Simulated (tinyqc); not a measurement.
Weak-field and exact binding: hydrogenic impurity: series, fields, screening, photoionisation and donor-acceptor pairs. Computed by tinyqc, a small Python program. Command: `OMP_NUM_THREADS=1 python tinyqc.py 3017661 3017662 out.jsonl hydrogenic walk`. One thread of a shared host (Intel(R) Xeon(R) Processor @ 2.30GHz), about 0.01 s of CPU time with the checks.

One isotropic, parabolic band. Effective units: Ry* and a*, in which H = -nabla^2 - 2/r.

Inputs (values chosen for the exercise, modelled on GaN): electron mass m = 0.194 m_0; dielectric constant eps = 9.42; magnetic field B = 99 T.

Parts treated: magnetic field and photoionisation.

Constants: Ry = 13.605693123 eV; a_0 = 0.529177210903 angstrom; h x 1 THz = 4.135667696 meV; mu_B = 5.7883818060e-05 eV/T.

Method:
- Ry* = Ry m/eps^2, a* = a_0 eps/m; level n is bound by Ry*/n^2; <r> = (3/2) a* in 1s; lines 1s -> np at Ry* (1 - 1/n^2); 1 THz = 4.135667696 meV.
- gamma = hbar omega_c/(2 Ry*) = mu_B B/(m Ry*). For m_z = 0, H = -nabla^2 - 2/r + gamma^2 rho^2/4, and the band edge moves to gamma Ry*. Basis: exp(-al rho^2 - be z^2), al_k = 0.02 x 2.4^k + gamma/4 x c with k = 0..11, be_k = 0.02 x 2.4^k and c = 0, 0.5, 1 (36 functions). With A = al_i + al_j, B = be_i + be_j (not the field) and the common factor pi^(3/2) dropped: S = 1/(A sqrt(B)), kinetic S (4 al_i al_j/A + 2 be_i be_j/B), <rho^2> = S/A, <1/r> = (2/sqrt(pi)) atanh(u)/(A u), u = sqrt(1 - B/A), which is (2/sqrt(pi))/A when A = B; overlap eigenvalues below 1e-11 are dropped. Binding = (gamma - E) Ry*; the spin term shifts level and edge alike.
- Perturbation theory: E = -1 + gamma^2/2 - (53/96) gamma^4 Ry*.

gamma = 0.993048

Ry* = 29.7455 meV

Ground level (Ry*):
```
gamma,B (T),basis,second order,fourth order,binding
0.099,9.87,-0.9951,-0.9951,-1.00,1.0941
0.250,24.92,-0.9705,-0.9688,-0.97,1.2205
0.300,29.91,-0.9584,-0.9550,-0.96,1.2584
0.500,49.85,-0.8944,-0.8750,-0.91,1.3944
0.700,69.79,-0.8114,-0.7550,-0.89,1.5114
0.990,98.70,-0.6677,-0.5100,-1.04,1.6577
1.000,99.69,-0.6623,-0.5000,-1.05,1.6623
2.000,199.39,-0.0444,1.0000,-7.83,2.0444
4.000,398.77,1.4385,7.0000,-134.33,2.5615
```

What does the comparison show, and why?

Second order stays within 1 % of the basis value up to gamma = 0.30 of those listed and fourth order up to 0.30; beyond, the truncated (asymptotic) series fails, while the binding keeps growing slowly, to 2.56 Ry* at gamma = 4.0. Rows above about 100 T are beyond laboratory magnets, and there polaron and band-shape effects enter.
